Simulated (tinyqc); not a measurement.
Three-band tight binding of a dichalcogenide monolayer: one step. Closed forms at K and Gamma. Five cases, with inputs chosen for the exercise.

Problem. Three-band model of dz2 (level e1) and dxy, dx2-y2 (level e2), spin sz = +/-1; t1 and t2 drop out at these points. At K: e2 - (3/2)(t11 + t22) - 3 sqrt3 t12 + lam sz (valence), e1 - 3 t0 (conduction), e2 - (3/2)(t11 + t22) + 3 sqrt3 t12 - lam sz. At Gamma: e1 + 6 t0 (valence) and e2 + 3 (t11 + t22) -/+ lam.

Case 1.

Values chosen (near a published set for monolayer MoSe2; the results hold for these values, not for the real material): e1 = 0.925 eV (level of dz2); e2 = 2.068 eV (level of dxy and dx2-y2); t0 = -0.19 eV (hopping); t11 = 0.213 eV (hopping); t12 = 0.283 eV (hopping); t22 = 0.128 eV (hopping); lam = 0.092 eV (spin-orbit constant).

Case 2.

Values chosen (near a published set for monolayer MoTe2; the results hold for these values, not for the real material): e1 = 0.603 eV (level of dz2); e2 = 1.961 eV (level of dxy and dx2-y2); t0 = -0.169 eV (hopping); t11 = 0.204 eV (hopping); t12 = 0.242 eV (hopping); t22 = 0.248 eV (hopping); lam = 0.105 eV (spin-orbit constant).

Case 3.

Values chosen (near a published set for monolayer WSe2; the results hold for these values, not for the real material): e1 = 0.94 eV (level of dz2); e2 = 2.195 eV (level of dxy and dx2-y2); t0 = -0.211 eV (hopping); t11 = 0.265 eV (hopping); t12 = 0.337 eV (hopping); t22 = 0.034 eV (hopping); lam = 0.228 eV (spin-orbit constant).

Case 4.

Values chosen (near a published set for monolayer MoSe2; the results hold for these values, not for the real material): e1 = 0.927 eV (level of dz2); e2 = 2.045 eV (level of dxy and dx2-y2); t0 = -0.19 eV (hopping); t11 = 0.211 eV (hopping); t12 = 0.291 eV (hopping); t22 = 0.13 eV (hopping); lam = 0.091 eV (spin-orbit constant).

Case 5.

Values chosen (near a published set for monolayer MoTe2; the results hold for these values, not for the real material): e1 = 0.609 eV (level of dz2); e2 = 1.956 eV (level of dxy and dx2-y2); t0 = -0.171 eV (hopping); t11 = 0.206 eV (hopping); t12 = 0.238 eV (hopping); t22 = 0.257 eV (hopping); lam = 0.105 eV (spin-orbit constant).

Give: a table of point, band 1, band 2, band 3; smallest direct gap at K; Ev(K) - Ev(Gamma).

Solution.

Case 1.

Levels (eV):

| point | band 1 | band 2 | band 3 |
|---|---|---|---|
| K, spin up | 0.1780 | 1.4950 | 2.9350 |
| K, spin down | -0.0060 | 1.4950 | 3.1190 |
| Gamma | -0.2150 | 2.9990 | 3.1830 |

smallest direct gap at K = 1.3170 eV
Ev(K) - Ev(Gamma) = 0.3930 eV

Of the two points, the valence band is higher at K, by 393 meV. The dz2 conduction state at K has no atomic orbital angular momentum (Lz = 0) and is not split at this order.

Case 2.

Levels (eV):

| point | band 1 | band 2 | band 3 |
|---|---|---|---|
| K, spin up | 0.1305 | 1.1100 | 2.4355 |
| K, spin down | -0.0795 | 1.1100 | 2.6455 |
| Gamma | -0.4110 | 3.2120 | 3.4220 |

smallest direct gap at K = 0.9795 eV
Ev(K) - Ev(Gamma) = 0.5415 eV

Of the two points, the valence band is higher at K, by 542 meV. The dz2 conduction state at K has no atomic orbital angular momentum (Lz = 0) and is not split at this order.

Case 3.

Levels (eV):

| point | band 1 | band 2 | band 3 |
|---|---|---|---|
| K, spin up | 0.2234 | 1.5730 | 3.2696 |
| K, spin down | -0.2326 | 1.5730 | 3.7256 |
| Gamma | -0.3260 | 2.8640 | 3.3200 |

smallest direct gap at K = 1.3496 eV
Ev(K) - Ev(Gamma) = 0.5494 eV

Of the two points, the valence band is higher at K, by 549 meV. The dz2 conduction state at K has no atomic orbital angular momentum (Lz = 0) and is not split at this order.

Case 4.

Levels (eV):

| point | band 1 | band 2 | band 3 |
|---|---|---|---|
| K, spin up | 0.1124 | 1.4970 | 2.9546 |
| K, spin down | -0.0696 | 1.4970 | 3.1366 |
| Gamma | -0.2130 | 2.9770 | 3.1590 |

smallest direct gap at K = 1.3846 eV
Ev(K) - Ev(Gamma) = 0.3254 eV

Of the two points, the valence band is higher at K, by 325 meV. The dz2 conduction state at K has no atomic orbital angular momentum (Lz = 0) and is not split at this order.

Case 5.

Levels (eV):

| point | band 1 | band 2 | band 3 |
|---|---|---|---|
| K, spin up | 0.1298 | 1.1220 | 2.3932 |
| K, spin down | -0.0802 | 1.1220 | 2.6032 |
| Gamma | -0.4170 | 3.2400 | 3.4500 |

smallest direct gap at K = 0.9922 eV
Ev(K) - Ev(Gamma) = 0.5468 eV

Of the two points, the valence band is higher at K, by 547 meV. The dz2 conduction state at K has no atomic orbital angular momentum (Lz = 0) and is not split at this order.

Computed by tinyqc, one run a case: `OMP_NUM_THREADS=1 python tinyqc.py N N+1 out.jsonl` with N = 1451258, 1451371, 1451506, 1451615, 1451839; one thread of a shared Intel(R) Xeon(R) Processor @ 2.30GHz, about 0.03 s a run at most.
